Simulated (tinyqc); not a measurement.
# Off-state leakage of single and stacked transistors: effects of single changes

n-channel devices of unit width. Subthreshold current I(Vg, Vs, Vd) = I0 (T/300 K)^0.5 exp[(Vg - Vs - VT(T) - gb (Vs - Vb) + dd (Vd - Vs))/(nf Vt)] (1 - exp(-(Vd - Vs)/Vt)), VT(T) = VT - cT (T - 300 K). Gate-edge tunnelling Ig (Vd/1 V) exp(ag (Vd - 1 V)), for a gate at 0 V, and band-to-band leakage Ab u exp(-Bb/u), u = Vd - Vb + 1 V, flow at a drain held at V; both are taken as independent of T. In a stack of off transistors (all gates at 0 V) the same subthreshold current passes through each.

Values chosen for this exercise; values of the order met in bulk silicon logic transistors:
```
symbol  value       unit                                             meaning
T         300          K                                         temperature
V         0.7          V                                      supply voltage
VT       0.29          V        threshold at 300 K, zero drain and body bias
cT          1       mV/K              fall of the threshold with temperature
I0        0.2      uA/um                       current at threshold at 300 K
nf       1.38                                                   slope factor
dd       0.15                                drain-induced lowering per volt
gb       0.13             rise of the threshold per volt of source-body bias
Ig       2e-5      uA/um                 gate-edge tunnelling current at 1 V
ag        5.5        1/V               exponential slope of the gate current
Ab         10  uA/(um V)      prefactor of band-to-band leakage at the drain
Bb         24          V                             its exponential voltage
Vb          0          V                                        body voltage
```

Constants: q = 1.602176634e-19 C, kB = 1.380649e-23 J/K, Vt = kB T/q. Results are converted to the units shown.

Each table varies one quantity; the others keep the values above.

## Subthreshold current against the height of the stack

All n gates at 0 V, bottom source at 0 V, top drain at V; node voltages follow from equal currents.

Subthreshold current against the height of the stack:

| n | I (nA/um) | reduction factor | drain voltage of the bottom device (mV) | source voltage of the top device (mV) | voltage across the top device (V) |
|---|---|---|---|---|---|
| 1 | 1.119 | 1.000 | 700.0 | 0 | 0.7000 |
| 2 | 0.07633 | 14.66 | 74.85 | 74.85 | 0.6252 |
| 3 | 0.03728 | 30.02 | 22.17 | 94.82 | 0.6052 |
| 4 | 0.02460 | 45.50 | 12.99 | 106.4 | 0.5936 |
| 5 | 0.01835 | 61.01 | 9.193 | 114.6 | 0.5854 |
| 6 | 0.01463 | 76.53 | 7.117 | 120.9 | 0.5791 |

Read the table: what changes, and by how much?

The second transistor cuts the current by a factor of 14.7, the third by a further 2.05 and the sixth by 1.25. The top device keeps 82.7 % of the supply at n = 6, while the drain voltage of the bottom one falls to 0.275 Vt.

## Leakage components against the threshold

Same model as above.

One transistor with Vg = Vs = 0, Vd = V; stack factor I(one)/I(two in series).

The same in every row: gate edge (nA/um) = 0.002689; band-to-band (nA/um) = 0.01257; stack factor = 14.66.

Results:

| VT (V) | subthreshold (nA/um) | total (nA/um) | largest part |
|---|---|---|---|
| 0.15 | 56.65 | 56.67 | subthreshold |
| 0.2 | 13.95 | 13.96 | subthreshold |
| 0.25 | 3.435 | 3.450 | subthreshold |
| 0.3 | 0.8457 | 0.8610 | subthreshold |
| 0.35 | 0.2082 | 0.2235 | subthreshold |
| 0.45 | 0.01262 | 0.02788 | subthreshold |
| 0.5 | 0.003108 | 0.01836 | band-to-band |
| 0.55 | 7.654e-4 | 0.01602 | band-to-band |
| 0.6 | 1.885e-4 | 0.01544 | band-to-band |

Estimate the missing row, VT = 0.4 V.

Computed row:

| VT (V) | subthreshold (nA/um) | total (nA/um) | largest part |
|---|---|---|---|
| 0.4 | 0.05127 | 0.06653 | subthreshold |

With this row back in the table: As VT goes from 0.15 to 0.6, the total leakage falls from 56.7 to 0.0154 nA/um. The subthreshold part leads at VT = 0.15, the band-to-band part from 0.5 on. The reduction by a stack of two stays at 14.7, for the subthreshold part alone. For VT = 0.15, 0.2 the gate is within about 3 nf Vt of threshold, where the exponential law overstates the current.

Program tinyqc, `OMP_NUM_THREADS=1 python tinyqc.py 2242045 2242046 out.jsonl`; Intel Xeon 2.30GHz, shared host, one thread, about 0.03 s.
